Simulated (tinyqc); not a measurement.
# From one set of inputs to another, one input at a time

Model: charge control and current of a heterostructure field-effect transistor. Computed by tinyqc, a small Python program. Command: `OMP_NUM_THREADS=1 python tinyqc.py 3028836 3028837 out.jsonl hemt ladder`. One thread of a shared host (Intel(R) Xeon(R) Processor @ 2.30GHz), about 0.02 s of CPU time with the checks.

Two subbands in a triangular well; E_F is counted from the conduction band edge of the channel at the interface.

The inputs printed are set A. Inputs not listed in the table keep their values of set A, so the rows need not describe a real material.

Inputs (values chosen for the exercise, modelled on AlGaAs/GaAs):
```
quantity                                  value        unit
channel mass m                            0.065         m_0
permittivity eps (barrier and channel)     12.8           -
barrier thickness d                          18          nm
Schottky barrier phi_B                     0.86          eV
conduction band offset dE_c                0.23          eV
delta-doping density N_d                5.9e+12      1/cm^2
gate voltage V_G                              0           V
mobility mu                                6800  cm^2/(V s)
saturation velocity v_s                     1.5    1e7 cm/s
gate length L                                50          nm
source resistance R_S                      0.19      ohm mm
temperature T                               300           K
mixing                                      0.5           -
iteration cap                               200           -
spacer between delta layer and channel      3.6          nm
```

Charge source: delta doping. Velocity law: smooth.

Constants: e = 1.602176634e-19 C; eps_0 = 8.8541878128e-12 F/m; k_B = 8.617333262e-05 eV/K; hbar = 1.054571817e-34 J s; m_0 = 9.1093837015e-31 kg; k_B = 1.380649e-23 J/K.

Method:
- Threshold V_T = phi_B - dE_c - e N_d (d - spacer)/(eps eps_0) (in volts); C_b = eps eps_0/d.
- Charge control: n_s = C_b (V_G - V_T - E_F/e)/e. Well: mean field F = e n_s/(2 eps eps_0), E_i = (hbar^2/2m)^(1/3) [(3 pi e F/2)(i + 3/4)]^(2/3), i = 0, 1; n_s = D k_B T sum_i ln(1 + exp((E_F - E_i)/k_B T)), D = m/(pi hbar^2), which is solved in closed form for E_F.
- Iteration from n_s = C_b (V_G - V_T)/(2e): E_F from n_s, n_out from the charge control, n_new = n_s + mixing (n_out - n_s), kept above n_s/10; stop when |n_out/n_s - 1| < 1e-9.
- C_g = e dn_s/dV_G = 1/(1/C_b + 1/C_q), 1/C_q = d(E_F/e)/d(e n_s) by a central difference of +/- 0.1 % in n_s; added distance dd = eps eps_0/C_q.
- With V = e n_s/C_g and V_c = v_s L/mu: for v = mu F/(1 + mu F/v_s), V_Dsat = V_c (sqrt(1 + 2V/V_c) - 1) and I/W = C_g v_s (V - V_Dsat); g_m = dI/dV; extrinsic g_m/(1 + g_m R_S); f_T = g_m/(2 pi C_g L).

Each row keeps all changes above it:
```
input moved                                from       to  sheet density n_s (1/cm^2)  intrinsic f_T (GHz)  gate capacitance C_g (microfarad/cm^2)
set A                                         -        -                  1.6562e+12               430.05                                 0.47926
Schottky barrier phi_B (eV)                0.86     0.93                  1.4479e+12               427.07                                 0.47388
delta-doping density N_d (1/cm^2)       5.9e+12  6.1e+12                  1.5688e+12               428.86                                 0.47715
mobility mu (cm^2/(V s))                   6800     6600                  1.5688e+12               428.14                                 0.47715
gate length L (nm)                           50      150                  1.5688e+12               130.98                                 0.47715
source resistance R_S (ohm mm)             0.19        0                  1.5688e+12               130.98                                 0.47715
permittivity eps (barrier and channel)     12.8     12.2                  1.6770e+12               132.35                                 0.46034
channel mass m (m_0)                      0.065    0.069                  1.6932e+12               132.38                                 0.46364
```

Which inputs carry the difference?

Sheet density n_s goes from 1.66e12 to 1.69e12, a factor 1.022 in all. The largest single move comes from Schottky barrier phi_B (a factor 0.874), but it runs against the net change; the largest move in the direction of the net change is delta-doping density N_d (a factor 1.08). Intrinsic f_T goes from 430 to 132, a factor 0.308 in all. The largest single move comes from gate length L (a factor 0.306). Gate capacitance C_g goes from 0.479 to 0.464, a factor 0.967 in all. The largest single move comes from permittivity eps (barrier and channel) (a factor 0.965), and channel mass m works against it (a factor 1.007). The single moves hold for this order of the switches; the total does not depend on the order.

Caution (rows set A, permittivity eps (barrier and channel), channel mass m): E_F lies above the conduction band minimum of the barrier, so electrons would spill into the barrier.

Extremes, crossings and ranges named in words are read from the listed rows.
